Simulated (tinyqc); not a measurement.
Comparisons within one model: six-band Luttinger-Kohn model with strain. A value that a table varies takes the place of the one given here.

Six-band Luttinger-Kohn model in the basis |3/2,3/2>, |3/2,1/2>, |3/2,-1/2>, |3/2,-3/2>, |1/2,1/2>, |1/2,-1/2>, electron energies, zero at the top of the unstrained valence band. H = -[rows: (P+Q, -S, R, 0, -S/r2, r2 R); (-S*, P-Q, 0, R, -r2 Q, r32 S); (R*, 0, P-Q, S, r32 S*, r2 Q); (0, R*, S*, P+Q, -r2 R*, -S*/r2); (-S*/r2, -r2 Q, r32 S, -r2 R, P+Dso, 0); (r2 R*, r32 S*, r2 Q, -S/r2, 0, P+Dso)], r2 = sqrt(2), r32 = sqrt(3/2). Levels are twofold.

P = c g1 k^2 - av tr(e); Q = c g2 (kx^2 + ky^2 - 2 kz^2) - (b/2)(exx + eyy - 2 ezz); R = c sqrt3 [-g2 (kx^2 - ky^2) + 2i g3 kx ky] + (sqrt3/2) b (exx - eyy) - i d exy; S = 2 c sqrt3 g3 (kx - i ky) kz - d (exz - i eyz); c = hbar^2/2m0, e the strain tensor (not engineering shear).

s11 = (C11 + C12)/((C11 - C12)(C11 + 2 C12)), s12 = -C12/((C11 - C12)(C11 + 2 C12)), s44 = 1/C44; exx = s11 sxx + s12 (syy + szz) and cyclic, exy = s44 sxy/2; tension is positive. A uniaxial stress X along the unit vector n is s_ij = X n_i n_j.

Constants: hbar^2/2m0 = 3.80998211 eV angstrom^2.

Parameters, chosen for this exercise (near those of GaAs; not measured data):
- Dso = 0.361 eV (spin-orbit splitting)
- g1 = 6.97 (Luttinger gamma1)
- g2 = 2.07 (gamma2)
- g3 = 2.97 (gamma3)
- av = 1.2 eV (valence hydrostatic potential)
- b = -2.02 eV (tetragonal shear potential)
- d = -5.04 eV (trigonal shear potential)
- C11 = 118.3 GPa
- C12 = 57 GPa
- C44 = 62.9 GPa
- load = uniaxial [111] (kind of stress)
- X1 = 0.7 GPa (size of the stress)
- E_h = 60 meV (hole energy below the top)
- X = -0.48 GPa (stress)

## Sweep of a uniaxial [111] stress

Edges at k = 0 and curvature masses of the top pair along [110] and [001] (step 0.0002 1/angstrom); at zero stress the top is fourfold and has no single curvature.

Edges and masses:
```
X (GPa)  top (eV)  second (eV)  third (eV)  splitting (meV)  m [110]  m [001]
-2.10      0.0489      -0.0594     -0.3831            108.4    0.089    0.143
-1.40      0.0304      -0.0396     -0.3735             70.0    0.092    0.143
-0.70      0.0140      -0.0198     -0.3660             33.8    0.096    0.143
0.00       0.0000       0.0000     -0.3610              0.0        -        -
0.70       0.0198      -0.0111     -0.3589             30.9    0.250    0.143
1.40       0.0396      -0.0189     -0.3600             58.5    0.250    0.143
2.10       0.0594      -0.0233     -0.3646             82.7    0.250    0.143
```

The splitting reaches 108.4 meV under compression and 82.7 meV under the same tension; linear shear terms alone would make the two equal, and the difference comes from the coupling to the split-off band. At the ends of the sweep the top pair has a mass along [110] of 0.089 under compression and 0.250 under tension, so compression gives the lighter holes along [110]; along [001] it has 0.143 and 0.143. The top edge itself moves by +49 and +59 meV.

## Which stress helps holes along [110]

Each load has size X1 (biaxial: sxx = syy); masses are curvatures of the top pair at k = 0.

Results:
```
load                         splitting (meV)  top edge (meV)  m [110]  m [001]
uniaxial [110], compression             37.8            16.2    0.075    0.245
uniaxial [110], tension                 34.6            21.9    0.576    0.101
uniaxial [100], compression             48.9            22.2    0.121    0.226
uniaxial [100], tension                 43.0            26.7    0.168    0.111
uniaxial [111], compression             33.8            14.0    0.096    0.143
uniaxial [111], tension                 30.9            19.8    0.250    0.143
biaxial (001), compression              43.0            15.8    0.111    0.353
biaxial (001), tension                  48.9            33.0    0.226    0.083
```

The lightest mass along [110] (0.075) comes with uniaxial [110], compression. The largest splitting (48.9 meV) comes with uniaxial [100], compression; biaxial (001), tension. The heaviest mass along [001] (0.353), which lowers the confinement energy in a (001) channel, comes with biaxial (001), compression. The splitting per GPa follows b (s11 - s12) for loads along cube axes and d s44 for [111]: here 2 |b| (s11 - s12) = 65.9 and |d| s44/sqrt3 = 46.3 meV per GPa in the limit of large Dso; where the splitting nears Dso, mixing with the split-off band makes it depend on the sign of the load.

## Warping of the constant-energy contours (six-band Luttinger-Kohn model)

No strain (e = 0). In the plane kz = 0, |k| where the top and second pairs lie E_h below the top, against the angle from [100]; m = c k^2/E_h.

Contours:
```
angle (degrees)  k top (1/angstrom)  k second (1/angstrom)  m top (m0)  m second (m0)
0                            0.0746                 0.0387       0.353          0.095
9                            0.0767                 0.0384       0.374          0.094
18                           0.0834                 0.0379       0.441          0.091
27                           0.0950                 0.0374       0.573          0.089
36                           0.1115                 0.0370       0.790          0.087
45                           0.1230                 0.0368       0.960          0.086
```

The heavy contour reaches 1.648 times as far along [110] as along [100], the light one 0.952 times. The warping follows g3 - g2 = 0.90 and would vanish for g2 = g3. Along [100] the heavy mass is 1/(g1 - 2 g2) = 0.353 at any energy, while the light one is 0.0949, against 1/(g1 + 2 g2) = 0.0900 at the edge, for E_h/Dso = 0.17.

## What each parameter does

Edges at k = 0 under a uniaxial [111] stress X and the curvature mass of the top pair along [110] (step 0.0002 1/angstrom). Each row changes one parameter from the base and keeps the others.

Results:
```
case             top (eV)  second (eV)  third (eV)  mass (m0)
base               0.0093      -0.0136     -0.3641      0.097
g2 = 1.656         0.0093      -0.0136     -0.3641      0.097
g3 = 2.376         0.0093      -0.0136     -0.3641      0.104
b = -2.424 eV      0.0093      -0.0136     -0.3641      0.097
Dso = 0.289 eV     0.0094      -0.0136     -0.2923      0.096
C44 = 50.32 GPa    0.0124      -0.0164     -0.3645      0.096
av = 1.44 eV       0.0088      -0.0141     -0.3646      0.097
X = -0.384 GPa     0.0073      -0.0109     -0.3634      0.098
```

The largest shifts from the base row, up to three for each result and ties (the steps differ in size, so this ranks the rows, not the parameters). top (eV): C44 +0.0031, X -0.0020, av -0.0005; unchanged at the printed digits by g2, g3 and b. second (eV): C44 -0.0028, X +0.0027, av -0.0005; unchanged at the printed digits by g2, g3, b and Dso. third (eV): Dso +0.0718, X +0.0007, av -0.0005; unchanged at the printed digits by g2, g3 and b. mass (m0): g3 +0.007, C44 -0.001, Dso -0.001, X +0.001; unchanged at the printed digits by g2, b and av. The Luttinger parameters multiply k^2 and cannot move the edges; av shifts all edges alike and leaves the mass.

Computed by tinyqc, a small Python program: `OMP_NUM_THREADS=1 python tinyqc.py 1080284 1080285 out.jsonl` (the numbers bound the seed that draws the inputs); one thread of a shared host (Intel(R) Xeon(R) Processor @ 2.30GHz), about 0.05 s for the whole set of steps.
